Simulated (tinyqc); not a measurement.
## Thin film between two gates, subbands and threshold shift from confinement: charge and subband filling against gate voltage

Undoped body with a flat potential across it, hard walls, transport along x. Three valley pairs (g = 2 each) with the longitudinal mass along x, y or z. Non-parabolicity enters the subband edges through E (1 + al E) = gamma, so E = 2 gamma/(1 + sqrt(1 + 4 al gamma)); motion within a subband is taken as parabolic with the band-edge mass. Energies are counted from the bulk band edge.

gamma = C (pi k/(t + dl))^2/mz, C = hbar^2/(2 m0). Each subband has N_k = g sqrt(mx my) m0 kB T/(pi hbar^2). With degeneracy n = sum N_k F((EF - E_k)/Vt), F(x) = ln(1 + exp(x)); gate: Vg = EF + q n/(Cg P), P = 2 (both faces), summed over the 60 lowest subbands at most, with Vg counted from the value that would put EF at the bulk band edge of an empty body. Cq = q dn/dEF.

Parameters, values chosen for the exercise; masses close to those of silicon: temperature T = 300 K; longitudinal mass ml = 0.933 m0; transverse mass mt = 0.193 m0; non-parabolicity al = 0 1/eV; film thickness (along z) t = 2.5 nm; widening of the box by penetration into the insulator dl = 0.3 nm; gate capacitance per area of interface Cg = 3.4 uF/cm^2.

Constants: q = 1.602176634e-19 C, kB = 1.380649e-23 J/K, hbar = 1.054571817e-34 J s, m0 = 9.1093837015e-31 kg, Vt = kB T/q, hbar^2/(2 m0) = 0.0380998212 eV nm^2. Results are converted to the units shown.

Results:

| Vg (V) | EF - E_1 (eV) | n (cm^-2) | n/P (cm^-2) | share of the lowest subband (%) | Cq/(Cg P) | total C/(Cg P) |
|---|---|---|---|---|---|---|
| -0.1 | -0.1517 | 1.184e10 | 5.918e9 | 99.53 | 0.01077 | 0.01066 |
| 0.15 | 0.009699 | 3.773e12 | 1.886e12 | 99.24 | 2.278 | 0.6949 |
| 0.28 | 0.04364 | 7.850e12 | 3.925e12 | 98.65 | 3.302 | 0.7676 |
| 0.4 | 0.06989 | 1.183e13 | 5.914e12 | 97.55 | 3.822 | 0.7926 |
| 0.53 | 0.09547 | 1.626e13 | 8.130e12 | 95.30 | 4.383 | 0.8142 |
| 0.65 | 0.1164 | 2.047e13 | 1.023e13 | 91.90 | 5.175 | 0.8381 |
| 0.78 | 0.1356 | 2.517e13 | 1.258e13 | 86.97 | 6.440 | 0.8656 |
| 0.9 | 0.1504 | 2.963e13 | 1.482e13 | 81.86 | 7.901 | 0.8876 |

Estimate the missing row, Vg = 0.02 V.

Computed row:

| Vg (V) | EF - E_1 (eV) | n (cm^-2) | n/P (cm^-2) | share of the lowest subband (%) | Cq/(Cg P) | total C/(Cg P) |
|---|---|---|---|---|---|---|
| 0.02 | -0.04652 | 6.413e11 | 3.207e11 | 99.49 | 0.5422 | 0.3516 |

With this row back in the table: EF passes E_1 = 0.0514 eV at Vg = 0.120 V. The share of the lowest subband falls from 99.5 to 81.9 % and the total capacitance rises from 0.0107 to 0.888 of Cg P. Between the last two rows 12 % of the added gate voltage goes into raising EF. For Vg = 0.28, 0.4, 0.53, 0.65, 0.78, 0.9 the charge would bend the potential across the body by some 30 mV or more, which is left out.

Computed by the program tinyqc: `OMP_NUM_THREADS=1 python tinyqc.py 2350118 2350119 out.jsonl`, one thread of a shared Intel Xeon 2.30GHz, about 0.06 s for the whole run.
